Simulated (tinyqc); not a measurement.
Rise against time: self-heating of a transistor with one or more fingers, with temperature-dependent conductivity. Computed by tinyqc, a small Python program. Command: `OMP_NUM_THREADS=1 python tinyqc.py 3019929 3019930 out.jsonl selfheat walk`. One thread of a shared host (Intel(R) Xeon(R) Processor @ 2.30GHz), about 0.07 s of CPU time with the checks.

N long parallel fingers lie on the top face of a slab whose bottom is held at T_0; the top is otherwise insulated, and heat flows in two dimensions. P in W/mm is 1000 P in W/m.

Inputs (values chosen for the exercise, modelled on gallium nitride):
```
quantity,value,unit
conductivity at the base temperature kappa_0,171,W/(m K)
power per gate width P,0.94,W/mm
fingers N,5,-
finger pitch s,40,micrometre
width of the heat source w,0.28,micrometre
substrate thickness t,100,micrometre
heat capacity C,3.07,1e6 J/(m^3 K)
pulse length,59,microsecond
```

Power: power rises with temperature.

Method:
- A line source of power P on the top face raises the top at distance x by (P/(pi kappa_0)) g(x), g(x) = -ln tanh(pi x/(4 t)) (the image sum for the slab). On a strip of width w the centre sees the mean of g over the strip, g_0 = 1 + ln(8 t/(pi w)) for w much below t.
- theta_i = (P/(pi kappa_0)) [g_0 + sum over j != i of g(|i - j| s)], with equal powers and constant conductivity; thermal resistance = largest theta/P.
- After switching on, theta(tau) = (P D/kappa_0) int_0^tau X(u) Z(u) du at the hottest finger, D = kappa_0/C; X = sum over fingers at distance x of [erf((x + w/2)/r) - erf((x - w/2)/r)]/(2 w), Z = sum_(j=-200..200) (-1)^j exp(-(2 j t/r)^2)/sqrt(pi D u), r = 2 sqrt(D u); trapezoid rule on 300 points evenly spaced in ln u from u_0 = 1e-3 min(tau, w^2/D) to tau, plus the exact piece 2 sqrt(u_0/(pi D))/w below u_0. Conductivity and power are held at their base values here, and Fourier's law is used even where the diffusion length is near a phonon free path.

diffusivity D = 55.7003 micrometre^2/microsecond

theta of each finger (K): [17.5969, 19.3950, 19.8838, 19.3950, 17.5969]

largest theta = 19.8838 K

Heating curve:
```
time (microsecond),sqrt(D time) (micrometre),rise (K),share of the steady rise
1.80e-04,0.10013,2.004,0.1008
0.0018,0.31664,3.8998,0.1961
0.018,1.0013,5.9016,0.2968
0.18,3.1664,7.9148,0.3981
1.8,10.013,9.9359,0.4997
9,22.390,11.901,0.5985
36,44.780,15.232,0.7661
110,78.275,18.569,0.9339
270,122.63,19.775,0.9945
```

What follows from these numbers?

Half the steady rise is reached between 1.8 and 9.0 microseconds, and the last row holds 99.5 % of it; the slowest time constant is 4 t^2/(pi^2 D) = 72.8 microseconds. While the diffusion length lies between w and the pitch or thickness, the rise grows as the logarithm of time; once it nears the pitch of 40 micrometre the neighbours add their heat.

Extremes, crossings and ranges named in words are read from the listed rows.
